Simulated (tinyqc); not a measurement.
# Thin film between two gates, subbands and threshold shift from confinement: what changes with what

Undoped body with a flat potential across it, hard walls, transport along x. Three valley pairs (g = 2 each) with the longitudinal mass along x, y or z. Non-parabolicity enters the subband edges through E (1 + al E) = gamma, so E = 2 gamma/(1 + sqrt(1 + 4 al gamma)); motion within a subband is taken as parabolic with the band-edge mass. Energies are counted from the bulk band edge.

Parameters, values chosen for the exercise; masses close to those of silicon: temperature T = 300 K; longitudinal mass ml = 0.923 m0; transverse mass mt = 0.194 m0; non-parabolicity al = 0 1/eV; film thickness (along z) t = 4.8 nm; widening of the box by penetration into the insulator dl = 0 nm; gate capacitance per area of interface Cg = 1.9 uF/cm^2.

Constants: q = 1.602176634e-19 C, kB = 1.380649e-23 J/K, hbar = 1.054571817e-34 J s, m0 = 9.1093837015e-31 kg, Vt = kB T/q, hbar^2/(2 m0) = 0.0380998212 eV nm^2. Results are converted to the units shown.

Each table varies one quantity; the others keep the values above.

## Confinement against the film thickness

gamma = C (pi k/(t + dl))^2/mz, C = hbar^2/(2 m0). Each subband has N_k = g sqrt(mx my) m0 kB T/(pi hbar^2); without degeneracy n = exp(EF/Vt) sum N_k exp(-E_k/Vt). Classical value Nc times t, Nc = sum over valleys of 2 g (m m0 kB T/(2 pi hbar^2))^1.5 with m = (mx my mz)^(1/3). Threshold shift dVT = Vt ln(classical value/sum N_k exp(-E_k/Vt)). With degeneracy n = sum N_k F((EF - E_k)/Vt), F(x) = ln(1 + exp(x)); gate: Vg = EF + q n/(Cg P), P = 2 (both faces), summed over the 60 lowest subbands at most, with Vg counted from the value that would put EF at the bulk band edge of an empty body. The last two columns are for Vg = 0.5 V; sensitivity d(dVT)/dt by central differences between 0.99 and 1.01 times the value.

Results:
```
t (nm)  E_1 (meV)  gap to the next edge (meV)  dVT (mV)  sensitivity (mV/nm)  n/P (cm^-2)  share of the lowest subband (%)
2           101.8                       305.5     109.4               -88.95     4.158e12                            100.0
2.7         55.88                       167.7     71.13               -32.22     4.632e12                            98.99
3.6         31.44                       94.31     52.41               -14.34     5.000e12                            82.45
4.7         18.44                       55.33     39.02               -10.66     5.366e12                            54.91
6.3         10.26                       30.79     25.58               -6.188     5.672e12                            34.67
11          3.367                       10.10     11.70               -1.345     6.029e12                            17.09
15          1.811                       5.432     8.026              -0.6275     6.174e12                            11.91
20          1.018                       3.055     5.774              -0.3235     6.292e12                            8.604
```

Estimate the missing row, t = 8.4 nm.

Computed row:
```
t (nm)  E_1 (meV)  gap to the next edge (meV)  dVT (mV)  sensitivity (mV/nm)  n/P (cm^-2)  share of the lowest subband (%)
8.4         5.774                       17.32     16.73               -2.789     5.879e12                            23.67
```

With this row back in the table: As t grows from 2 to 20 nm, E_1 falls from 102 to 1.02 meV and dVT falls from 109 to 5.77 mV. E_1 goes as t^(-2.00) at the thin end (-2 for a parabolic band without penetration); a thickness error of 0.2 nm moves the threshold by 18 mV in the first row and 0.065 mV in the last. The charge per interface area rises from 4.16e12 to 6.29e12 cm^-2. For t = 2, 2.7 the body is too thin for bulk effective masses to be reliable. In every row the charge in the last two columns would bend the potential across the body noticeably, which is left out.

## Charge and subband filling against gate voltage

Same model as above.

Each subband has N_k = g sqrt(mx my) m0 kB T/(pi hbar^2). Cq = q dn/dEF.

Results:
```
Vg (V)  EF - E_1 (eV)  n (cm^-2)  n/P (cm^-2)  share of the lowest subband (%)  Cq/(Cg P)  total C/(Cg P)
-0.13         -0.1485   1.964e10      9.820e9                            68.16    0.03200         0.03100
-0.01        -0.05612   6.745e11     3.373e11                            67.11      1.060          0.5145
0.12         -0.01623   2.812e12     1.406e12                            63.75      4.002          0.8001
0.24         0.002761   5.207e12     2.604e12                            60.18      6.825          0.8722
0.37          0.01687   7.956e12     3.978e12                            56.45      9.722          0.9067
0.49          0.02691   1.056e13     5.282e12                            53.28      12.26          0.9246
0.74          0.04289   1.611e13     8.057e12                            47.67      17.19          0.9450
0.87          0.04961   1.904e13     9.519e12                            45.25      19.56          0.9514
```

Estimate the missing row, Vg = 0.62 V.

Computed row:
```
Vg (V)  EF - E_1 (eV)  n (cm^-2)  n/P (cm^-2)  share of the lowest subband (%)  Cq/(Cg P)  total C/(Cg P)
0.62          0.03585   1.344e13     6.718e12                            50.20      14.89          0.9371
```

With this row back in the table: EF passes E_1 = 0.0177 eV at Vg = 0.219 V. The share of the lowest subband falls from 68.2 to 45.2 % and the total capacitance rises from 0.0310 to 0.951 of Cg P. In the last row 5.2 % of an added gate voltage goes into raising EF (from the last two rows). For Vg = 0.12, 0.24, 0.37, 0.49, 0.62, 0.74, 0.87 the charge would bend the potential across the body noticeably, which is left out.

tinyqc, about 0.1 s, one thread, Intel Xeon 2.30GHz (shared host): `OMP_NUM_THREADS=1 python tinyqc.py 2350053 2350054 out.jsonl`
